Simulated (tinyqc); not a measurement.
Permeation of metal atoms or ions through a thin barrier or dielectric: time lag, field-aided drift and lifetime: one step, computed by the program tinyqc. Command: `OMP_NUM_THREADS=1 python tinyqc.py 3024566 3024567 out.jsonl barrier walk`. One thread of a shared host (Intel(R) Xeon(R) Processor @ 2.30GHz), about 0.01 s of CPU time with the checks.

The film 0 < x < d is empty at first; C = C0 at x = 0 and C = 0 at x = d. dC/dt = D d2C/dx2 - v dC/dx with drift v = D z e V/(k_B T d) (uniform field, no space charge).

Question. Steady flux and time lag. Steady flux J = (D C0/d) P/(1 - exp(-P)); time lag in units of d^2/D: s_L = [P (1 + exp(-P))/(1 - exp(-P)) - 2]/P^2 (P = 0: J = D C0/d, s_L = 1/6).

Inputs (values chosen for the exercise, for a model case: singly charged ions through a dielectric): thickness d = 94 nm; concentration at the source side C0 = 2.5e+13 1/cm^3; test temperature T = 300 C.

Peclet number P = -2.227160

diffusivity D = 1.507569e-13 cm^2/s

time scale d^2/D = 586.1090 s

Give: flux relative to D C0/d; steady flux J; time lag s_L; time lag.

Answer.

flux relative to D C0/d = 0.2692

steady flux J = 1.079e+05 1/(cm^2 s)

time lag s_L = 0.1543

time lag = 90.46 s

The field opposes the ions and cuts the flux; the lag is the same as for the opposite sign.
